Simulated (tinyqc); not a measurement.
Tail temperature from the power law.

Inverse problem. When tail states hold most of the charge, the linear current goes as I = A (Vg - VT)^g with g = 2 Tt/T - 1. Find g, Tt and the tail width kB Tt.

Inputs (values chosen for the exercise):
- T = 270 K (temperature)

Constants: q = 1.602176634e-19 C, kB = 1.380649e-23 J/K, Vt = kB T/q. Results are converted to the units shown.

I at Vg - VT = 6.2 and 9.3 V (nA): [560.56751, 977.09810]

Answer. g is the slope of ln I against ln(Vg - VT).

g = 1.370
Tt = 320.0 K
kB Tt = 27.58 meV

Numbers from tinyqc (`OMP_NUM_THREADS=1 python tinyqc.py 2610016 2610017 out.jsonl`; about 0.02 s on one thread of a shared Intel Xeon 2.30GHz).
